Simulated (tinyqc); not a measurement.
Comparisons within one model: Penn model of the dielectric constant and Phillips ionicity. A value that a table varies takes the place of the one given here.

n = 32/a^3; Ep^2 = 8 pi c e2 n with c = hbar^2/2m0, e2 = e^2/(4 pi eps0); EF = c (3 pi^2 n)^(2/3); eps = 1 + (Ep/Eg)^2 S with S = 1 - Eg/(4 EF) + (Eg/(4 EF))^2/3, Eg the Penn gap. Core d shells are left out.

Phillips: bond length d = sqrt(3) a/4; homopolar gap Eh = 39.74 d^(-2.48) eV (d in angstrom); Eg^2 = Eh^2 + C^2; ionicity fi = C^2/Eg^2.

Constants: hbar^2/2m0 = 3.80998211 eV angstrom^2; e^2/(4 pi eps0) = 14.39964547 eV angstrom.

Values chosen for the exercise (out of a larger set: near those of GaSb; not measured data):

| symbol | value | unit | meaning |
|---|---|---|---|
| a | 6.108 | angstrom | cubic lattice constant, 32 valence electrons a cell |
| C0 | 2.22 | eV | ionic gap, held fixed |
| ei | 14.12 |  | high-frequency dielectric constant |

## Dielectric constant under pressure

The lattice constant is scaled by the factor listed; C = C0.

Results:

| factor | Eh (eV) | Eg (eV) | Ep (eV) | eps | fi |
|---|---|---|---|---|---|
| 0.94 | 4.153 | 4.709 | 15.268 | 10.443 | 0.222 |
| 0.96 | 3.941 | 4.524 | 14.794 | 10.604 | 0.241 |
| 0.98 | 3.745 | 4.353 | 14.343 | 10.744 | 0.260 |
| 0.99 | 3.652 | 4.274 | 14.126 | 10.806 | 0.270 |
| 1.00 | 3.562 | 4.197 | 13.915 | 10.863 | 0.280 |
| 1.01 | 3.475 | 4.124 | 13.709 | 10.914 | 0.290 |
| 1.02 | 3.391 | 4.053 | 13.508 | 10.960 | 0.300 |
| 1.04 | 3.232 | 3.921 | 13.120 | 11.036 | 0.321 |

d ln eps/d ln a = +0.50 around factor 1: eps falls under compression. Ep^2 goes as a^-3 and Eh^2 as a^-4.96; with C fixed Eg^2 goes as a^-3.57 at fi = 0.280, and leaving S aside the two powers balance at fi = 0.395. The slope is a difference of two powers and the model omits d shells and any change of C, so it is no prediction for a real crystal; eps from C0 (row 1.00) need not match a measured ei.

## What moves the Penn gap and the ionicity

Eg from ei; fi = 1 - (Eh/Eg)^2, printed even where negative. Each row changes one parameter from the base and keeps the others.

Results:

| case | Ep (eV) | Eg (eV) | Eh (eV) | fi |
|---|---|---|---|---|
| base | 13.915 | 3.664 | 3.562 | 0.055 |
| a = 6.23 angstrom | 13.508 | 3.556 | 3.391 | 0.090 |
| ei = 12.71 | 13.915 | 3.868 | 3.562 | 0.152 |

The largest shifts from the base row, up to three for each result and ties (the steps differ in size, so this ranks the rows, not the parameters). Ep (eV): a -0.407; unchanged at the printed digits by ei. Eg (eV): ei +0.204, a -0.109. Eh (eV): a -0.170; unchanged at the printed digits by ei. fi: ei +0.097, a +0.035. With the tabulated Phillips C of about 2.1 eV, fi would be 0.26; this model leaves out the d-shell factor.

Computed by tinyqc, a small Python program: `OMP_NUM_THREADS=1 python tinyqc.py 1651575 1651576 out.jsonl` (the numbers bound the seed that draws the inputs); one thread of a shared host (Intel(R) Xeon(R) Processor @ 2.30GHz), about 0.01 s for the whole set of steps.
